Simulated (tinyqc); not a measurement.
Worked calculation: surface photovoltage measurement of the minority-carrier diffusion length in a wafer. Computed by tinyqc, a small Python program that keeps every step. Command: `OMP_NUM_THREADS=1 python tinyqc.py 3130290 3130291 out.jsonl spv walk`. One thread of a shared host (Intel(R) Xeon(R) Processor @ 2.30GHz), about 0.01 s of CPU time with the checks. Intermediate numbers are printed to about 6 digits and carried at full precision; extremes and crossings named in words are read from the listed rows.

Low injection, steady light, a depletion layer much thinner than 1/alpha and L. The excess density dn is taken at the front edge of the neutral region; light that reaches the back is lost.

Inputs (values chosen for the exercise, modelled on p-type silicon at room temperature):
```
quantity                                              value               unit
diffusion length L                                      300         micrometre
wafer thickness W                                       300         micrometre
diffusivity D                                          32.1             cm^2/s
front recombination velocity S_f                        310               cm/s
back recombination velocity S_b                         540               cm/s
photon flux entering                                2.3e+11         1/(cm^2 s)
minority density at the surface barrier scale n_0   1.9e+08             1/cm^3
temperature T                                           298                  K
wavelength                                              982                 nm
relative noise of each reading                            1                  %
diffusion length after pair splitting over L           0.41                  -
iron factor C                                      1.04e+16  micrometre^2/cm^3
```

Constants: k_B = 8.617333262e-05 eV/K.

## One wavelength

alpha = (84.732/lambda - 76.417)^2 per cm with lambda in micrometre (an empirical fit for silicon between 0.7 and 1.05 micrometre). Thick wafer: dn = Phi L/((S_f + D/L)(L + 1/alpha)). Finite wafer, with s = S_b L/D, w = W/L, a = alpha L: dn = [Phi a/(a^2 - 1)] [a - B - exp(-alpha W)(a - s)/(cosh w + s sinh w)]/(S_f + B D/L), B = (sinh w + s cosh w)/(cosh w + s sinh w). Photovoltage V = (k_B T/e) ln(1 + dn/n_0). Lifetime = L^2/D.

alpha = 97.3800 1/cm

penetration depth 1/alpha = 102.690 micrometre

dn, thick wafer = 1.24165e+08 1/cm^3

B = 0.914698

dn, finite wafer = 1.34645e+08 1/cm^3

photovoltage V = 13.7568 mV

lifetime = 28.0374 microsecond

Caution: dn is not small against n_0, so V is not linear in the flux; the constant-flux reading then needs dn, not V.

## The linear plot

normal deviates g for the noise: 0.64  0.88  0.03  0.01  0.26  0.56  0.38

Readings y = (Phi/dn) (1 + noise x g) at 780, 830, 880, 920, 950, 975 and 995 nm; a least-squares line y = c (1/alpha + L_app) gives L_app = intercept/slope.

Readings:
```
lambda (nm)  1/alpha (micrometre)  y (cm/s)  line (cm/s)
780                         9.636   1334.86      1323.46
830                        15.176   1359.65      1347.13
880                        25.330   1387.05      1390.52
920                        40.658   1444.66      1456.02
950                        61.278   1528.56      1544.14
975                        90.917   1661.93      1670.79
995                       130.888   1856.95      1841.59
```

slope = 4.27320 cm/(s micrometre)

apparent length L_app = 300.076 micrometre

error of L_app (rounded to 0.001) = 0.025 %

Without noise the error would be -0.2 %, from the finite thickness at W/L = 1.0. S_f scales all readings alike and leaves L_app unchanged.

## Where the wafer is too thin

No noise; L is varied at fixed W, and the last two columns set S_b to 0 and to 1e7 cm/s.

Apparent length (micrometre):
```
L         W/L  given S_b  S_b = 0  S_b = 1e7
15    20.0000     15.000   15.000     15.000
30    10.0000     30.000   30.000     29.999
60     5.0000     60.086   60.124     59.704
90     3.3333     90.913   91.495     87.127
150    2.0000    155.841  163.544    127.752
240    1.2500    248.626  292.811    158.788
390    0.7692    356.664  510.881    177.599
630    0.4762    437.302  759.673    186.223
1200   0.2500    489.894  993.410    190.453
```

With a fast back surface L_app levels off, at 190 micrometre in the last row; with a passive one it reaches up to 1.31 times L among these rows and is 993 in the last. All three columns are within 5 % of L down to W/L = 3.3.

## Iron from two lengths

Splitting iron-boron pairs in boron-doped silicon shortens L; with nothing else changing, [Fe] = C (1/L_after^2 - 1/L^2). It is evaluated with the true lengths and with the apparent ones (without noise), which differ when the wafer is not thick against L.

L_after = 123 micrometre

[Fe] from the true lengths = 5.71866e+11 1/cm^3

[Fe] from the apparent lengths = 5.36160e+11 1/cm^3

bias, apparent over true less 1 (rounded to 0.001) = -6.244 %

Checks made by the program: dn against a finite-difference solution (relative difference 7e-08).
